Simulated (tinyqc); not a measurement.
Inversion-layer mobility, back-scattering and ballistic limit of a field-effect transistor: one step, computed by the program tinyqc.

The charge at the top of the source barrier is fixed by the gate; series resistance and short-channel effects are left out. F_j are Fermi integrals normalised to exp(eta) in the classical limit.

Problem. Effective mobility. mu_phonon = mu_ph (E_eff/1 MV/cm)^(-0.3) (T/300 K)^(-1.75); mu_rough = mu_sr (E_eff/1 MV/cm)^(-2); mu_Coulomb = mu_C (N_inv/1e12 cm^-2) (T/300 K); Matthiessen's rule adds 1/mu.

Inputs (values chosen for the exercise, modelled on a 4H-SiC n-channel):
```
quantity                                     value        unit
phonon mobility at 1 MV/cm and 300 K, mu_ph     85  cm^2/(V s)
roughness mobility at 1 MV/cm, mu_sr            67  cm^2/(V s)
Coulomb mobility at N_inv = 1e12/cm^2, mu_C     36  cm^2/(V s)
temperature T                                  300           K
```

Statistics at the top of the barrier: Fermi-Dirac.

inversion density N_inv = 6.263772e+12 1/cm^2

effective field E_eff = 0.8454129 MV/cm

Give: phonon part; roughness part; Coulomb part; effective mobility mu.

Solution.

phonon part = 89.39 cm^2/(V s)

roughness part = 93.74 cm^2/(V s)

Coulomb part = 225.5 cm^2/(V s)

effective mobility mu = 38.04 cm^2/(V s)

The phonon part is the lowest and holds 43 % of 1/mu.
